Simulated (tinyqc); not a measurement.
Crystal pulling from the melt: segregation, interface stability, heat balance and point-defect regime: one step, computed by the program tinyqc.

A dilute solute; steady pulling with a flat interface unless it is found unstable.

Task: Concentration at the frozen fraction g. Axial profile: C_s = k_eff C0 (1 - g)^(k_eff - 1); bulk melt C_L = C_s/k_eff. Usable fraction: the g at which C_s has changed by 30 % from its first value (0.99 at most).

Inputs (values chosen for the exercise, modelled on gallium in silicon): initial melt concentration C0 = 2.4e+19 1/cm^3; frozen fraction g = 0.75.

Loss from the melt surface: none.

k_eff = 0.01186013

Give: C_s; C_L; usable fraction.

Result:

C_s = 1.1200e+18 1/cm^3

C_L = 9.4435e+19 1/cm^3

usable fraction = 0.23319

C_s rises along the crystal.
